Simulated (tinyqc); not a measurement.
# Band bending at a free surface with a continuum of surface states, surface photovoltage and Kelvin probe: two studies

n-type bulk, xi = Ec - EF = Vt ln(Nc/Nd), p0 = ni^2/Nd, ni = sqrt(Nc Nv) exp(-Eg/(2 Vt)), Eg in volts. b is the upward band bending, u = b/Vt. Space charge per area, in units of q: Qc = sign(b) sqrt((2 eps0 eps_r Vt/q) [(Nd + dn)(exp(-u) - 1) + Nd u + (p0 + dn)(exp(u) - 1)]), with dn the excess density under light (flat quasi-Fermi levels; 0 in the dark). The states hold -Ds (E0 - xi - b): negative while the Fermi level lies above the neutrality level. Neutrality: Qc + Qf + (charge of the states) = 0.

Inputs (values chosen for the exercise); band and dielectric values close to those of silicon:
- T = 300 K (temperature)
- Eg = 1.11 eV (band gap)
- eps_r = 11.7 (relative permittivity)
- Nc = 2.85e19 cm^-3 (conduction-band density of states at T)
- Nv = 2.61e19 cm^-3 (valence-band density of states at T)
- chi = 4.03 eV (electron affinity)
- Nd = 5.2e15 cm^-3 (donor density)
- Qf = 2.4e11 cm^-2 (fixed positive charge at the surface)
- pt = 4.85 eV (work function of the probe tip)
- Ds = 1.5e13 cm^-2 eV^-1 (density of surface states)
- E0 = 0.43 eV (depth of their neutrality level below the conduction edge)

Constants: q = 1.602176634e-19 C, kB = 1.380649e-23 J/K, Vt = kB T/q, eps0 = 8.8541878128e-14 F/cm where lengths are in cm. Results are converted to the units shown.

Each table varies one quantity; the others keep the values above.

## Pinning by the surface states

b solves the neutrality condition in the dark.

Pinning by the surface states:

| Ds (cm^-2 eV^-1) | b (V) | xi + b (eV) | Qc (cm^-2) |
|---|---|---|---|
| 2.4e10 | -0.09246 | 0.1301 | -2.328e11 |
| 6.7e10 | -0.08987 | 0.1327 | -2.201e11 |
| 1.8e11 | -0.08267 | 0.1399 | -1.878e11 |
| 5.1e11 | -0.05829 | 0.1643 | -1.045e11 |
| 1.4e12 | 0.02096 | 0.2435 | 2.107e10 |
| 3.9e12 | 0.1249 | 0.3475 | 8.172e10 |
| 1.1e13 | 0.1765 | 0.3990 | 1.006e11 |
| 2.9e13 | 0.1955 | 0.4180 | 1.068e11 |
| 8.1e13 | 0.2031 | 0.4257 | 1.092e11 |

b rises from -0.0925 to 0.203 V. The Fermi level moves towards E0 = 0.43 eV and is within 4.31 meV of it in the last row; it is half-way there at the Ds that solves Ds b = Qc(b) + Qf with b = (E0 - xi)/2, 3.01e12 cm^-2 eV^-1.

## Kelvin-probe contrast of the doping

Same model as above.

Work function chi + xi + b; contact potential difference CPD = (work function of the sample) - pt.

Kelvin-probe contrast of the doping:

| Nd (cm^-3) | xi (eV) | b (V) | CPD (mV) |
|---|---|---|---|
| 1.3e14 | 0.3179 | 0.09535 | -406.7 |
| 5.2e14 | 0.2821 | 0.1301 | -407.8 |
| 2.1e15 | 0.2460 | 0.1639 | -410.1 |
| 8.7e15 | 0.2093 | 0.1955 | -415.2 |
| 3.5e16 | 0.1733 | 0.2209 | -425.8 |
| 1.5e17 | 0.1356 | 0.2358 | -448.5 |
| 5.9e17 | 0.1002 | 0.2305 | -489.3 |
| 2.4e18 | 0.06397 | 0.1966 | -559.5 |

xi falls by 254 mV over the table and the CPD by 153 mV; b goes from 0.0954 through a maximum of 0.236 (at Nd = 1.5e17 cm^-3 among the rows listed) to 0.197 V. Between the first two rows the CPD follows 2.91 % of the change of xi, and between the last two 193 %. It is below 100 % where b rises with the doping (pinning hides it). It exceeds 100 % where b falls as the doping rises.

tinyqc, about 0.01 s, one thread, Intel Xeon 2.30GHz (shared host): `OMP_NUM_THREADS=1 python tinyqc.py 2430077 2430078 out.jsonl`
